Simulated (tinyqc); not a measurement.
Read current of a NAND string, cells in series solved by shooting: one step of the calculation.

Cells in series, numbered from 0 at the source line (0 V) to the bit line, each followed by a gap resistance Rg. A cell with gate Vg, threshold VT, source Vs and drain Vd passes I = 2 nf K Vt^2 [F(Vs) - F(Vd)]/(1 + th max(Vg - VT, 0)), F(V) = ln^2(1 + exp((Vg - VT - nf V)/(2 nf Vt))). The selected cell has Vg = Vr, the others Vg = Vp.

Question. Node voltages for a trial current. For a trial current I start at 0 V and, cell by cell (the selected one is cell 5), solve for the drain: sqrt(F(Vd)) = sqrt(F(Vs) - I/k), k = 2 nf K Vt^2/(1 + th max(Vg - VT, 0)), Vd = [Vg - VT - 2 nf Vt ln(exp(sqrt F) - 1)]/nf, then add I Rg.

Values chosen for this exercise; values of the order met in vertical NAND strings: temperature T = 300 K; gain factor of a cell K = 25 uA/V^2; slope factor nf = 1.3; mobility reduction factor th = 0.16 1/V; resistance of the gap between cells Rg = 1.3 kohm; bit-line voltage Vbl = 0.4 V; pass voltage Vp = 6.1 V; read voltage on the selected word line Vr = 2.44 V.

Constants: q = 1.602176634e-19 C, kB = 1.380649e-23 J/K, Vt = kB T/q. Results are converted to the units shown.

second trial current = 3.2 uA

| cell | thresholds from the source end (V) |
|---|---|
| 0 | -1.8 |
| 1 | -1.8 |
| 2 | 4 |
| 3 | -1.8 |
| 4 | -1.8 |
| 5 | 0.7 |

Give: node voltage after each cell and gap, trial 2.

Answer.

| cell | node voltage after each cell and gap, trial 2 (V) |
|---|---|
| 0 | 0.04095 |
| 1 | 0.08216 |
| 2 | 0.1747 |
| 3 | 0.2167 |
| 4 | 0.2590 |
| 5 | 0.3869 |

Numbers from tinyqc (`OMP_NUM_THREADS=1 python tinyqc.py 2142112 2142113 out.jsonl`; about 1 s on one thread of a shared Intel Xeon 2.30GHz).
